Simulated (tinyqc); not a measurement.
# From critical temperature T_c back to interaction L0

Model: regular and subregular solution with a miscibility gap. Computed by tinyqc, a small Python program. Command: `OMP_NUM_THREADS=1 python tinyqc.py 3022601 3022602 out.jsonl regsol inv`. One thread of a shared host (Intel(R) Xeon(R) Processor @ 2.30GHz), about 0.02 s of CPU time with the checks.

Per mole of mixing sites: G(x) = x (1 - x) [L0 + L1 (1 - 2x)] + R T [x ln x + (1 - x) ln(1 - x)], x the fraction of B.

Inputs (values chosen for the exercise, for a model alloy): size misfit eta = d ln a/dx = 0.015; asymmetry L1 = 0 kJ/mol.

Source of L0: given.

Constants: R = 8.314462618 J/(mol K).

Method. L0 and eta are given. The spinodal is G'' = 0, R T_s(x) = x (1 - x) [2 L0 + 6 L1 (1 - 2x)]; the critical point is its maximum.

Task: A run gave the result below. Find the interaction L0, known to lie between 8 and 13 kJ/mol.

critical temperature T_c = 536.7154 K

Result:

Each step takes the trial c = (a f_b - b f_a)/(f_b - f_a), f being the result less the target and a, b, c the logarithms of the listed values; c replaces end b, the old b replaces a if the sign of f changed, and otherwise f_a is halved.

Scan of the range:
```
interaction L0 (kJ/mol)  critical temperature T_c (K)
8.00                                          481.089
8.67                                          521.381
9.41                                          565.881
10.20                                         613.389
11.10                                         667.512
12.00                                         721.634
13.00                                         781.770
```

False position (Illinois rule, in the logarithm of the input) inside the bracket:
```
step    end a    end b    trial  critical temperature T_c (K)
1     8.67000  9.41000  8.91819                       536.306
2     9.41000  8.91819  8.92482                       536.705
3     9.41000  8.92482  8.92517                       536.726
4     8.92482  8.92517  8.92500                       536.715
```

Critical temperature T_c rises at every point of a 13-point scan of the range (every second point is shown), so one value fits; it is bracketed by 8.67 and 9.41. The scan shows a pure power law with exponent 1.000, so scaling from any one row also gives the answer directly. Answer: interaction L0 = 8.925 kJ/mol.
